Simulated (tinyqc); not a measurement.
Inside a calculation. Method: Pariser-Parr-Pople SCF with singles CI, for the molecule C=Cc1ccc(N)c(F)c1 (SMILES; centres numbered as the heavy atoms are written). One step of it, computed by the program tinyqc.

Task: Iteration 2: orbitals and new P. Diagonalise F (the basis is taken as orthonormal) and form P = 2 sum c c over the lowest orbitals.

F (eV), lower triangle:
```
            1C         2C         3C         4C         5C          6C          7N          8C
1C    3.266552
2C   -2.418578   3.533396
3C    0.076381  -2.996364   0.227212
4C   -0.038604   0.323183  -4.396480  -4.049594
5C   -0.003084  -0.001282   0.076746  -4.886814  -9.273693
6C    0.008242  -0.053583   0.409666   0.135751  -4.551710  -16.915873
7N    0.018341  -0.081285   0.153996   0.376667  -0.737771   -4.994996  -20.392544
8C   -0.024450   0.104218  -0.235649   0.411288  -0.225431   -3.924586   -0.819276  -10.025823
9F    0.006389  -0.028494   0.090630  -0.086788   0.029507    0.146900    0.280838   -3.502463
10C  -0.072460   0.450872  -5.128780   0.971436   0.744015   -0.433432   -0.442498   -3.699723

             9F        10C
9F   -25.149881
10C    0.072684  -4.592664
```

pi electrons, sum of z_r less the charge = 12

Give: orbital energies; P after iteration 2.

Result:

orbital energies (eV): -26.187  -25.148  -15.894  -12.277  -10.000  -5.033  -1.695  0.564  4.253  8.044

P after iteration 2, lower triangle:
```
         1C      2C      3C      4C      5C      6C      7N     8C
1C    0.004
2C    0.015   0.058
3C    0.051   0.205   0.838
4C    0.019   0.090   0.480   0.799
5C   -0.021  -0.061  -0.048   0.787   1.410
6C    0.019   0.051   0.005  -0.181   0.136   1.968
7N   -0.004   0.001  -0.007  -0.001   0.003  -0.001   2.000
8C   -0.040  -0.145  -0.205  -0.176   0.199  -0.043  -0.003  1.867
9F    0.007   0.024   0.024   0.035  -0.035   0.007   0.000  0.020
10C   0.046   0.184   0.809   0.193  -0.384   0.085   0.008  0.334

         9F    10C
9F    1.997
10C  -0.049  1.061
```
